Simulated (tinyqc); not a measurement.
Changing the spring ratio k'/k at the defect: vibrations of a mass or spring defect in a linear chain. Computed by tinyqc, a small Python program. Command: `OMP_NUM_THREADS=1 python tinyqc.py 3002296 3002297 out.jsonl localmode sweep`. One thread of a shared host (Intel(R) Xeon(R) Processor @ 2.30GHz), about 0.03 s of CPU time with the checks.

A ring of N atoms with nearest-neighbour springs k and motion along the chain. Atom 1 is the defect, of mass M', and its two springs are k'. All other atoms have the mass M.

Inputs (values chosen for the exercise, for a model chain): spring constant k = 6.03 eV/angstrom^2; host mass M = 116 u; defect mass M' = 7.9 u.

Host: monatomic.

Constants: nu for 1 eV/(angstrom^2 u) = 15.6333042 THz.

Method:
- Host band: lambda from 0 to 4k/M.
- nu = 15.6333042 THz x sqrt(lambda), lambda in eV/(angstrom^2 u).
- D_ii = (sum of the two springs at i)/M_i, D_ij = -k_ij/sqrt(M_i M_j) for neighbours, closed into a ring.
- The same matrix for 120 atoms; amplitudes are the mass-weighted eigenvector, in size, relative to the defect, for the highest mode; its weight is the squared component of the normalised eigenvector on the defect.

One run for each value:

| spring ratio k'/k at the defect | ratio to the top of the host band | weight of the highest mode on the defect | highest frequency, long ring (THz) |
|---|---|---|---|
| 0.3 | 1.5127 | 0.95659 | 10.784 |
| 0.6 | 2.1364 | 0.96290 | 15.230 |
| 0.9 | 2.6156 | 0.96446 | 18.646 |
| 1.2 | 3.0197 | 0.96517 | 21.527 |
| 1.5 | 3.3758 | 0.96558 | 24.065 |
| 1.8 | 3.6978 | 0.96584 | 26.361 |
| 2.1 | 3.9939 | 0.96602 | 28.471 |
| 2.4 | 4.2695 | 0.96616 | 30.436 |

Over the rows, ratio to the top of the host band rises from 1.51 to 4.27 (exponent d ln y / d ln x about 0.50 throughout); weight of the highest mode on the defect rises from 0.9566 to 0.9662 (exponent d ln y / d ln x 0.0095 between the first rows and 0.0011 between the last); highest frequency, long ring (THz) rises from 10.8 to 30.4 (exponent d ln y / d ln x about 0.50 throughout).

Extremes, crossings and ranges named in words are read from the listed rows.
